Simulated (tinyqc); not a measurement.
Lossy on-chip transmission line with skin effect: one step of the calculation.

A uniform line in a homogeneous dielectric: c = sqrt(er)/(c0 Z0), l = Z0 sqrt(er)/c0 (c0 = 299792458 m/s), g = w c td, w = 2 pi f. The resistance joins its limits as r = sqrt(r_dc^2 + r_hf^2), with r_dc = rho/(wd th), r_hf = kr rho/(2 delta (wd + th)), delta = sqrt(rho/(pi f mu0)), mu0 = 4 pi 1e-7 H/m; this is an interpolation, and internal inductance, up to 0.05 nH/mm at low frequency, is neglected.

Task. Propagation constant and impedance. gamma = sqrt((r + i w l)(g + i w c)) = alpha + i beta, Zc = sqrt((r + i w l)/(g + i w c)), roots with positive real part; loss 8.685889638 alpha in dB; phase velocity w/beta.

Values chosen for this exercise: length len = 4.5 mm; frequency f = 5.5 GHz.

r = 10.572065 ohm/mm
l = 0.27405087 nH/mm
c = 109.62035 pF/m
g = 0.037882073 S/m

Wanted: gamma len; Zc; loss; phase velocity over c0; r/(w l).

Result.

gamma len = 0.4304+0.9506i
Zc = 56.01-24.69i ohm
loss = 0.8307 dB/mm
phase velocity over c0 = 0.5457
r/(w l) = 1.116

r exceeds w l, so the line behaves mainly as an RC line at this frequency.

Program tinyqc, `OMP_NUM_THREADS=1 python tinyqc.py 2810147 2810148 out.jsonl`; Intel Xeon 2.30GHz, shared host, one thread, about 0.01 s.
